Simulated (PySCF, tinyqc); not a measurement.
Inside a calculation. Method: FCI on RHF in the sto-3g basis, frozen core, for BeH+, spin multiplicity 1. The lowest restricted solution is unstable here: a spin-polarised one lies 0.0090 hartree lower (PySCF). Computed by tinyqc, a small Python program that keeps every step (integrals from PySCF). Settings: charge = 1, multiplicity = 1, basis = sto-3g, method = RHF, frozen orbitals = 1, energy threshold = 1e-10, iteration cap = 53, orthogonalisation = symmetric, start = core, DIIS depth = 6, ci = FCI, davidson = 1. Command: `OMP_NUM_THREADS=1 python tinyqc.py 20714 20715 out.jsonl` (the two numbers bound the seeds that draw the settings). One thread of a shared host (Intel(R) Xeon(R) Processor @ 2.60GHz), about 0.1 s of CPU time with the checks. The early iterations of the SCF are left out here.

## One-electron integrals

Geometry (angstrom):
```
atom         x         y         z
Be    0.000000  0.000000  0.000000
H     0.000000  0.000000  1.855000
```

Basis sto-3g: exponents (1/bohr^2) and contraction coefficients of normalised primitives:
```
element  l (shell)   exponent  coefficient
Be           s (1)  30.167871     0.154329
Be           s (1)   5.495115     0.535328
Be           s (1)   1.487193     0.444635
Be           s (2)   1.314833    -0.099967
Be           s (2)   0.305539     0.399513
Be           s (2)   0.099371     0.700115
Be           p (3)   1.314833     0.155916
Be           p (3)   0.305539     0.607684
Be           p (3)   0.099371     0.391957
H            s (1)   3.425251     0.154329
H            s (1)   0.623914     0.535328
H            s (1)   0.168855     0.444635
```

Overlap, kinetic and nuclear-attraction integrals over the contracted functions; the nuclear repulsion is the sum of Za Zb / Rab.

nuclear repulsion = 1.14108293 hartree

overlap S, lower triangle:
```
           1Be 1s    1Be 2s   1Be 2px   1Be 2py   1Be 2pz     2H 1s
1Be 1s   1.000000
1Be 2s   0.259517  1.000000
1Be 2px  0.000000  0.000000  1.000000
1Be 2py  0.000000  0.000000  0.000000  1.000000
1Be 2pz  0.000000  0.000000  0.000000  0.000000  1.000000
2H 1s    0.022330  0.274321  0.000000  0.000000  0.358233  1.000000
```

kinetic energy T (hartree), lower triangle:
```
            1Be 1s    1Be 2s   1Be 2px   1Be 2py   1Be 2pz     2H 1s
1Be 1s    6.693975
1Be 2s   -0.033012  0.211111
1Be 2px   0.000000  0.000000  0.660592
1Be 2py   0.000000  0.000000  0.000000  0.660592
1Be 2pz   0.000000  0.000000  0.000000  0.000000  0.660592
2H 1s    -0.006844  0.013963  0.000000  0.000000  0.063753  0.760032
```

nuclear attraction V (hartree), lower triangle:
```
             1Be 1s     1Be 2s    1Be 2px    1Be 2py    1Be 2pz      2H 1s
1Be 1s   -14.846363
1Be 2s    -1.973278  -2.594539
1Be 2px    0.000000   0.000000  -2.554080
1Be 2py    0.000000   0.000000   0.000000  -2.554080
1Be 2pz   -0.009393  -0.094796   0.000000   0.000000  -2.619331
2H 1s     -0.168978  -0.626994   0.000000   0.000000  -0.798158  -2.366798
```

core Hamiltonian H = T + V (hartree), lower triangle:
```
            1Be 1s     1Be 2s    1Be 2px    1Be 2py    1Be 2pz      2H 1s
1Be 1s   -8.152388
1Be 2s   -2.006291  -2.383428
1Be 2px   0.000000   0.000000  -1.893488
1Be 2py   0.000000   0.000000   0.000000  -1.893488
1Be 2pz  -0.009393  -0.094796   0.000000   0.000000  -1.958739
2H 1s    -0.175822  -0.613031   0.000000   0.000000  -0.734406  -1.606766
```

## Two-electron integrals

Functions are numbered as in S; the eight-fold symmetry (ij|kl) = (ji|kl) = (kl|ij) leaves the list below.

Two-electron integrals (ij|kl) in chemists' order, unique and non-zero (hartree):
```
(11|11) 2.298831   (21|11) 0.392036   (21|21) 0.079539   (22|11) 0.570988
(22|21) 0.143041   (22|22) 0.417683   (31|31) 0.014607   (32|31) 0.021888
(32|32) 0.092265   (33|11) 0.569578   (33|21) 0.143083   (33|22) 0.417589
(33|33) 0.449859   (41|41) 0.014607   (42|41) 0.021888   (42|42) 0.092265
(43|43) 0.024249   (44|11) 0.569578   (44|21) 0.143083   (44|22) 0.417589
(44|33) 0.401360   (44|44) 0.449859   (51|51) 0.014607   (52|51) 0.021888
(52|52) 0.092265   (53|53) 0.024249   (54|54) 0.024249   (55|11) 0.569578
(55|21) 0.143083   (55|22) 0.417589   (55|33) 0.401360   (55|44) 0.401360
(55|55) 0.449859   (61|11) 0.033241   (61|21) 0.006743   (61|22) 0.012245
(61|33) 0.012166   (61|44) 0.012166   (61|51) 0.000612   (61|52) 0.001154
(61|55) 0.012407   (61|61) 0.000600   (62|11) 0.110712   (62|21) 0.028302
(62|22) 0.094332   (62|33) 0.090441   (62|44) 0.090441   (62|51) 0.003614
(62|52) 0.025062   (62|55) 0.102017   (62|61) 0.002659   (62|62) 0.036908
(63|31) 0.002153   (63|32) 0.011027   (63|53) 0.003970   (63|63) 0.002703
(64|41) 0.002153   (64|42) 0.011027   (64|54) 0.003970   (64|64) 0.002703
(65|11) 0.131430   (65|21) 0.033911   (65|22) 0.117748   (65|33) 0.110995
(65|44) 0.110995   (65|51) 0.005678   (65|52) 0.038336   (65|55) 0.131124
(65|61) 0.003278   (65|62) 0.051425   (65|65) 0.072867   (66|11) 0.284988
(66|21) 0.073912   (66|22) 0.276597   (66|33) 0.258529   (66|44) 0.258529
(66|51) 0.009261   (66|52) 0.087287   (66|55) 0.312334   (66|61) 0.006984
(66|62) 0.147514   (66|65) 0.215021   (66|66) 0.774606
```

## Orthogonalisation

S = U s U^T; symmetric (Loewdin) form X = U s^(-1/2) U^T, so that X^T S X = 1.

eigenvalues of S: 0.523963  0.799705  1.000000  1.000000  1.184187  1.492145

X, lower triangle:
```
            1Be 1s     1Be 2s   1Be 2px   1Be 2py    1Be 2pz     2H 1s
1Be 1s    1.027364
1Be 2s   -0.140582   1.062229
1Be 2px   0.000000   0.000000  1.000000
1Be 2py   0.000000   0.000000  0.000000  1.000000
1Be 2pz  -0.006351   0.045012  0.000000  0.000000   1.056830
2H 1s     0.019728  -0.162835  0.000000  0.000000  -0.206637  1.090902
```

## Starting guess

The start is the orbitals of the core Hamiltonian; D = 2 C_occ C_occ^T.

D at the start, lower triangle:
```
            1Be 1s     1Be 2s   1Be 2px   1Be 2py    1Be 2pz     2H 1s
1Be 1s    2.104151
1Be 2s   -0.387771   1.432112
1Be 2px   0.000000   0.000000  0.000000
1Be 2py   0.000000   0.000000  0.000000  0.000000
1Be 2pz  -0.238690   0.982649  0.000000  0.000000   0.674623
2H 1s     0.010723  -0.009880  0.000000  0.000000  -0.006669  0.000101
```

## Iteration 8 (converged): orbitals

converged F (hartree), lower triangle:
```
            1Be 1s     1Be 2s    1Be 2px    1Be 2py    1Be 2pz      2H 1s
1Be 1s   -4.985685
1Be 2s   -1.400423  -0.843993
1Be 2px   0.000000   0.000000  -0.122168
1Be 2py   0.000000   0.000000   0.000000  -0.122168
1Be 2pz   0.016177  -0.092850   0.000000   0.000000  -0.222866
2H 1s    -0.121971  -0.357215   0.000000   0.000000  -0.310651  -0.403124
```

Diagonalise F' = X^T F X, C = X C', fill 2 alpha and 2 beta electrons from the bottom; D = 2 C_occ C_occ^T. Each column has its largest component positive (the first on a tie).

F' = X^T F X (hartree), lower triangle:
```
           1          2          3          4          5          6
1  -4.877860
2  -0.702021  -0.530265
3   0.000000   0.000000  -0.122168
4   0.000000   0.000000   0.000000  -0.122168
5   0.014715  -0.023786   0.000000   0.000000  -0.134286
6   0.025198  -0.236383   0.000000   0.000000  -0.238770  -0.249250
```

orbital energies (hartree): MO1 -4.988459, MO2 -0.642533, MO3 -0.251599, MO4 -0.122168, MO5 -0.122168, MO6 0.090929

coefficients C:
```
               MO1        MO2        MO3        MO4       MO5        MO6
1Be 1s    0.993013  -0.201462  -0.198503   0.000000  0.000000   0.098008
1Be 2s    0.025995   0.668959   0.731520   0.000000  0.000000  -0.439694
1Be 2px   0.000000   0.000000   0.000000   0.842769  0.538276   0.000000
1Be 2py   0.000000   0.000000   0.000000  -0.538276  0.842769   0.000000
1Be 2pz  -0.001997   0.251580  -0.577897   0.000000  0.000000  -0.874295
2H 1s    -0.002799   0.499629  -0.397866   0.000000  0.000000   0.922896
```

D after iteration 8, lower triangle:
```
            1Be 1s    1Be 2s   1Be 2px   1Be 2py   1Be 2pz     2H 1s
1Be 1s    2.053322
1Be 2s   -0.217911  0.896363
1Be 2px   0.000000  0.000000  0.000000
1Be 2py   0.000000  0.000000  0.000000  0.000000
1Be 2pz  -0.105334  0.336490  0.000000  0.000000  0.126593
2H 1s    -0.206872  0.668317  0.000000  0.000000  0.251405  0.499275
```

Within a degenerate level the vectors are fixed only up to a rotation; this is one choice.

## Convergence

Stop when the energy changes by less than 1e-10 hartree and every element of the error matrix X^T (F D S - S D F) X is below 3e-06.

Course of the cycle:
```
iteration   E (hartree)     change  largest element of the error matrix
1          -14.35697141          -                             2.85e-01
2          -14.59868336  -2.42e-01                             5.40e-02
3          -14.60388559  -5.20e-03                             1.29e-02
4          -14.60454090  -6.55e-04                             4.67e-03
5          -14.60462083  -7.99e-05                             2.03e-04
6          -14.60462098  -1.45e-07                             3.66e-05
7          -14.60462098  -5.39e-09                             3.45e-07
8          -14.60462098  -3.06e-13                             4.75e-08
```

PySCF RHF in the same basis = -14.60462098 hartree

Converged in 8 iterations.

## Populations, bond orders and dipole

Mulliken: Z minus the diagonal of D S on the atom; Loewdin: the same with S^(1/2) D S^(1/2); Mayer order: 2 sum_s sum (D(s) S)_ij (D(s) S)_ji over the two atoms.

Charges (e):
```
atom  Mulliken   Loewdin
1Be   0.768050  0.785298
2H    0.231950  0.214702
```

Mayer bond orders:
```
pair     order
2-1   0.946199
```

dipole moment about the origin, x y z (debye): 0.000000  0.000000  -1.054558

## Integrals over molecular orbitals

(pq|rs) = sum C_ip C_jq C_kr C_ls (ij|kl), one index at a time.

one-electron integrals over orbitals h = C^T H C (hartree), lower triangle:
```
           1          2          3          4          5          6
1  -8.142965
2   0.174722  -1.971748
3   0.192696  -0.079513  -1.853145
4   0.000000   0.000000   0.000000  -1.893488
5   0.000000   0.000000   0.000000   0.000000  -1.893488
6  -0.061326   0.237324  -0.103781   0.000000   0.000000  -1.652365
```

Two-electron integrals over orbitals (pq|rs), unique and non-zero (hartree); the lowest 1 orbital is frozen and left out:
```
(22|22) 0.450470    (32|22) -0.064776   (32|32) 0.066414    (33|22) 0.328373
(33|32) 0.031213    (33|33) 0.421635    (42|42) 0.046128    (43|42) 0.035050
(43|43) 0.047865    (44|22) 0.347275    (44|32) 0.042891    (44|33) 0.379633
(44|44) 0.449859    (52|52) 0.046128    (53|52) 0.035050    (53|53) 0.047865
(54|54) 0.024249    (55|22) 0.347275    (55|32) 0.042891    (55|33) 0.379633
(55|44) 0.401360    (55|55) 0.449859    (62|22) 0.017269    (62|32) -0.056675
(62|33) -0.005854   (62|44) -0.069504   (62|55) -0.069504   (62|62) 0.116459
(63|22) -0.056858   (63|32) 0.062888    (63|33) 0.048889    (63|44) 0.038799
(63|55) 0.038799    (63|62) -0.061687   (63|63) 0.079786    (64|42) -0.024863
(64|43) -0.007063   (64|64) 0.021962    (65|52) -0.024863   (65|53) -0.007063
(65|65) 0.021962    (66|22) 0.457065    (66|32) -0.068926   (66|33) 0.356674
(66|44) 0.350548    (66|55) 0.350548    (66|62) 0.042507    (66|63) -0.059742
(66|66) 0.493145
```

## FCI: determinants and Hamiltonian

one-electron integrals dressed by the frozen orbital, h + 2 (pq|11) - (p1|1q) (hartree), lower triangle:
```
           2          3          4          5          6
2  -1.093003
3   0.064776  -0.841930
4   0.000000   0.000000  -0.770590
5   0.000000   0.000000   0.000000  -0.770590
6  -0.017269   0.057041   0.000000   0.000000  -0.706741
```

energy of the frozen orbital, 2 h_11 + (11|11) = -14.01016882 hartree

Hartree-Fock energy = -14.60462098 hartree

Slater-Condon rules over spin orbitals, with the nuclear repulsion and the energy of the frozen orbital added and E(HF) subtracted on the diagonal. Only determinants linked to the reference directly or through others are kept (one block of an abelian symmetry group), so some states are absent.

Occupation strings over the orbitals (2 doubly, a alpha, b beta, 0 empty; spin orbitals ordered 1a 1b 2a 2b ...): 220000 2ab000 2a000b 2ba000 2b000a 202000 20a00b 200200 200020 20b00a 200002

H - E(HF) between determinants (hartree), lower triangle:
```
           220000     2ab000     2a000b     2ba000     2b000a     202000     20a00b    200200
220000   0.000000
2ab000   0.000000   0.128975
2a000b   0.000000   0.000183   0.392856
2ba000   0.000000  -0.066414   0.056675   0.128975
2b000a   0.000000   0.056675  -0.116459   0.000183   0.392856
202000   0.066414   0.095989   0.062888  -0.095989  -0.062888   0.473310
20a00b  -0.056675   0.062888  -0.004149   0.023124   0.061687   0.105930   0.543537
200200   0.046128   0.035050  -0.024863  -0.035050   0.024863   0.047865  -0.007063  0.644214
200020   0.046128   0.035050  -0.024863  -0.035050   0.024863   0.047865  -0.007063  0.024249
20b00a   0.056675   0.023124   0.061687   0.062888  -0.004149  -0.105930  -0.079786  0.007063
200002   0.116459  -0.061687   0.025238   0.061687  -0.025238   0.079786  -0.002701  0.021962

          200020    20b00a    200002
200020  0.644214
20b00a  0.007063  0.543537
200002  0.021962  0.002701  0.815198
```

## FCI: roots

Diagonalise (each vector has its largest component positive (the first on a tie)); all determinants have Ms = 0, so triplets appear too. The lowest singlet root is the correlation energy.

lowest roots of this matrix, relative to E(HF) (hartree): -0.042017  0.036421  0.104103  0.264123  0.351183  0.502166  0.556399  0.619964

lowest vectors:
```
           root 1     root 2     root 3     root 4
220000   0.961754   0.000000  -0.130459   0.000000
2ab000   0.045176   0.684019   0.615460   0.089082
2a000b   0.037503  -0.133360   0.139610   0.662888
2ba000  -0.045176   0.684019  -0.615460   0.089082
2b000a  -0.037503  -0.133360  -0.139610   0.662888
202000  -0.169046   0.000000  -0.394191   0.000000
20a00b   0.108406  -0.119721   0.036910  -0.229442
200200  -0.047406   0.000000  -0.025522   0.000000
200020  -0.047406   0.000000  -0.025522   0.000000
20b00a  -0.108406  -0.119721  -0.036910  -0.229442
200002  -0.107521   0.000000   0.164323   0.000000
```

<S^2> of these roots: 0.000000  2.000000  0.000000  2.000000  0.000000  2.000000  0.000000  0.000000

weight of the ground state by excitation level 0, 1, 2, ...: 0.924970  0.006895  0.068136

## The lowest root by the Davidson method

Start from the reference; add the residual divided by (theta - H_ii), orthogonalised, at each step.

Davidson iterations:
```
iteration  subspace  lowest Ritz value (hartree)  residual norm
1                 1                   0.00000000       1.69e-01
2                 2                  -0.03968712       2.72e-02
3                 3                  -0.04157540       1.47e-02
4                 4                  -0.04196385       4.32e-03
5                 5                  -0.04201163       1.92e-03
6                 6                  -0.04201704       1.37e-04
7                 7                  -0.04201706       3.32e-17
```
